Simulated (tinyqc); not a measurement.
Short-channel transistor, virtual-source model with series resistance: one step of the calculation.

The current per gate width is the charge at the top of the source barrier (the virtual source) times its velocity times a saturation function; al and be are fitting constants of the model. Units: I in uA/um, Rs in ohm um, so I Rs = 1e-6 I Rs in volts; Q in uC/cm^2, so I = 1e-4 Q vx0 Fsat with vx0 in cm/s.

Task. What the series resistance costs. Intrinsic voltages Vg' = Vgs - I Rs, Vd' = Vds - 2 I Rs. n = n0 + nd Vd', VT = VT0 - dl Vd', Ff = 1/(1 + exp((Vg' - VT + al Vt/2)/(al Vt))), Q = Cinv n Vt ln(1 + exp((Vg' - VT + al Vt Ff)/(n Vt))), Vdsat = (vx0 L/mu)(1 - Ff) + Vt Ff, Fsat = u/(1 + u^be)^(1/be) with u = Vd'/Vdsat, and I = Q vx0 Fsat per width. I0 is the current for Rs = 0. Effective velocity I/Q; transit time L Q/I.

Values chosen for this exercise: temperature T = 300 K; inversion capacitance Cinv = 3.63 uF/cm^2; velocity at the virtual source vx0 = 1.12e7 cm/s; apparent mobility mu = 560 cm^2/(V s); channel length L = 130 nm; threshold at zero drain voltage VT0 = 0.381 V; drain-induced barrier lowering dl = 0.173 V/V; subthreshold factor n0 = 1.16; growth of n with drain voltage nd = 0.05 1/V; threshold shift (in units of Vt) from weak to strong inversion al = 3.5; sharpness of saturation be = 1.8; series resistance of each contact Rs = 30 ohm um; gate voltage Vgs = 0.9 V; drain voltage Vds = 0.9 V.

Constants: q = 1.602176634e-19 C, kB = 1.380649e-23 J/K, Vt = kB T/q. Results are converted to the units shown.

converged I = 2210.8212 uA/um
I0 = 2592.6638 uA/um

Wanted: loss against I0; effective velocity; transit time.

Result.

loss against I0 = 14.728 %
effective velocity = 1.0402e7 cm/s
transit time = 1.2498 ps

The carriers leave the virtual source at 92.9 % of vx0: the device is in saturation.

Program tinyqc, `OMP_NUM_THREADS=1 python tinyqc.py 2380029 2380030 out.jsonl`; Intel Xeon 2.30GHz, shared host, one thread, about 0.01 s.
